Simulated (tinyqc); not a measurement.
Worked calculation: extended Hueckel theory, for H4-. The parameters take no account of the charge, which enters only through the electron count, and nothing here shows that the anion is bound. One step of it, computed by the program tinyqc.

Task: Orbitals. Solve H C = S C e through S^(-1/2); fill by pairs from the bottom, a degenerate level sharing its electrons equally; each orbital has its largest coefficient positive (the first on a tie).

H (eV), order 1H 1s, 2H 1s, 3H 1s, 4H 1s:
```
[[-13.600000, -11.507450, -2.738408, -0.612505],
 [-11.507450, -13.600000, -9.660242, -2.738408],
 [-2.738408, -9.660242, -13.600000, -11.507450],
 [-0.612505, -2.738408, -11.507450, -13.600000]]
```

overlap S, order 1H 1s, 2H 1s, 3H 1s, 4H 1s:
```
[[1.000000, 0.564091, 0.134236, 0.030025],
 [0.564091, 1.000000, 0.473541, 0.134236],
 [0.134236, 0.473541, 1.000000, 0.564091],
 [0.030025, 0.134236, 0.564091, 1.000000]]
```

valence electrons = 5

Give: orbital energies; occupations; coefficients; sum of one-electron energies.

Result:

orbital energies (eV): [-16.9734, -14.8801, -7.3002, 5.3059]

occupations: [2.0000, 2.0000, 1.0000, 0.0000]

coefficients, order 1H 1s, 2H 1s, 3H 1s, 4H 1s:
```
[[0.2964, 0.5440, 0.7921, -0.7154],
 [0.4051, 0.3315, -0.5795, 1.1740],
 [0.4051, -0.3315, -0.5795, -1.1740],
 [0.2964, -0.5440, 0.7921, 0.7154]]
```

sum of one-electron energies = -71.0072 eV
